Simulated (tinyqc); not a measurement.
Elastic trap-assisted tunnelling through a dielectric: one step of the calculation.

Emitter at x = 0 (Fermi level 0), collector at x = t (Fermi level -V), band edge U(x) = phi - F x, F = V/t. A trap at x has the energy E = U(x) - Et. With G(u) = (4/(3 F)) sqrt(mo/C) max(u, 0)^1.5, C = hbar^2/(2 m0): S1 = G(phi - E) - G(Et), S2 = G(Et) - G(phi - V - E), T1,2 = exp(-S1,2). The steady rate through one trap is nu T1 T2 (f1 - f2)/(T1 + T2), f1 = f(E), f2 = f(E + V), f(y) = 1/(1 + exp(y/Vt)); both contacts offer states at E.

Task. The best-placed trap against direct tunnelling. At x = xs: E, S1, S2 and the occupation (T1 f1 + T2 f2)/(T1 + T2). Direct tunnelling at E = 0 has S = (4/(3 F)) sqrt(mo/C) [phi^1.5 - max(phi - V, 0)^1.5].

Inputs (values chosen for the exercise); dielectric values close to those of hafnium oxide: temperature T = 300 K; barrier above the emitter Fermi level phi = 1.54 eV; tunnelling mass mo = 0.21 m0; thickness t = 6.7 nm; trap depth below the band edge of the dielectric Et = 1.2 eV; attempt frequency nu = 1e13 1/s; voltage V = 1.93 V.

Constants: q = 1.602176634e-19 C, kB = 1.380649e-23 J/K, hbar = 1.054571817e-34 J s, m0 = 9.1093837015e-31 kg, Vt = kB T/q, hbar^2/(2 m0) = 0.0380998212 eV nm^2. Results are converted to the units shown.

xs = 1.67 nm

Wanted: E; S1; S2; occupation; S of direct tunnelling.

Result.

E = -0.14106 eV
S1 = 9.4004
S2 = 14.285
occupation = 0.98827
S of direct tunnelling = 20.768

Range of the model: Phonon-assisted (inelastic) capture, chains of traps and a spread of trap depths are left out.

tinyqc, about 0.05 s, one thread, Intel Xeon 2.30GHz (shared host): `OMP_NUM_THREADS=1 python tinyqc.py 2370155 2370156 out.jsonl`
